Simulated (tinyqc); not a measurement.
Tight binding, dimerised chain, step by step. Computed by tinyqc, a small Python program that keeps every step. Settings: t1 = 1.18, t2 = 0.99, delta = 0, points = 12, cells = 4. Command: `OMP_NUM_THREADS=1 python tinyqc.py 28965 28966 out.jsonl` (the two numbers bound the seeds that draw the settings). One thread of a shared host (Intel(R) Xeon(R) Processor @ 2.60GHz), about 0.01 s of CPU time with the checks.

## Bloch Hamiltonian at k

Parameters chosen for this model:
```
parameter     value                      unit
t1         1.180000       eV, inside the cell
t2         0.990000         eV, between cells
delta             0  eV, +/- on the two sites
```

k point k (2 pi / a): [0.35000]

H_AA = +delta, H_BB = -delta, H_AB = -t1 - t2 exp(-i k a).

H(k) at k (eV), order A, B:
```
[[0.00000, -0.59809+0.80093i],
 [-0.59809-0.80093i, 0.00000]]
```

## Levels at k

Diagonalise the Hermitian matrix.

eigenvalues (eV): [-0.99960, 0.99960]

weights |c|^2 of the basis functions, order A, B:
```
[[0.50000, 0.50000],
 [0.50000, 0.50000]]
```

## Bloch Hamiltonian at X

k point X (2 pi / a): [0.50000]

As before.

H(k) at X (eV), order A, B:
```
[[0.00000, -0.19000],
 [-0.19000, 0.00000]]
```

## Levels at X

As before.

eigenvalues (eV): [-0.19000, 0.19000]

weights |c|^2 of the basis functions, order A, B:
```
[[0.50000, 0.50000],
 [0.50000, 0.50000]]
```

## Bands along a path

The same steps at evenly spaced points between the labelled ones.

Bands along the path (eV):
```
k           band 1   band 2
G         -2.17000  2.17000
G-X 0.33  -1.88167  1.88167
G-X 0.67  -1.09741  1.09741
X         -0.19000  0.19000
```

With 1 band(s) filled, the highest filled level on these points lies at X and the lowest empty one at X: a gap of 0.3800 eV, direct.

## Berry (Zak) phase of the lower band

On 12 points k_j = j/N: phase = -Im ln of the product of <u_j|u_(j+1)>, closed with u_N = u_0 (the cell-periodic part is taken without the site positions). Single arguments depend on the phases chosen for the u_j; only their sum modulo 2 pi does not.

Overlaps:
```
j   |<u_j|u_j+1>|  argument (rad)
0         0.99291        -0.11917
1         0.99312        -0.11737
2         0.99368        -0.11249
3         0.99507        -0.09931
4         0.99884        -0.04824
5         0.87922         0.49658
6         0.87922         0.49658
7         0.99884        -0.04824
8         0.99507        -0.09931
9         0.99368        -0.11249
10        0.99312        -0.11737
11        0.99291        -0.11917
```

phase / pi, folded into (-1, 1] = 0.00000

## Open chain of 4 cells

H of the open chain (eV):
```
[[0.00000, -1.18000, 0.00000, 0.00000, 0.00000, 0.00000, 0.00000, 0.00000],
 [-1.18000, 0.00000, -0.99000, 0.00000, 0.00000, 0.00000, 0.00000, 0.00000],
 [0.00000, -0.99000, 0.00000, -1.18000, 0.00000, 0.00000, 0.00000, 0.00000],
 [0.00000, 0.00000, -1.18000, 0.00000, -0.99000, 0.00000, 0.00000, 0.00000],
 [0.00000, 0.00000, 0.00000, -0.99000, 0.00000, -1.18000, 0.00000, 0.00000],
 [0.00000, 0.00000, 0.00000, 0.00000, -1.18000, 0.00000, -0.99000, 0.00000],
 [0.00000, 0.00000, 0.00000, 0.00000, 0.00000, -0.99000, 0.00000, -1.18000],
 [0.00000, 0.00000, 0.00000, 0.00000, 0.00000, 0.00000, -1.18000, 0.00000]]
```

The same hoppings without the wrap-around bond.

levels (eV): [-2.04273, -1.67781, -1.12701, -0.50193, 0.50193, 1.12701, 1.67781, 2.04273]

weights of the highest filled level on the sites: [0.18314, 0.03314, 0.17454, 0.10919, 0.10919, 0.17454, 0.03314, 0.18314]

The bulk gap runs from -0.1900 to 0.1900 eV; no level of this chain lies inside it.
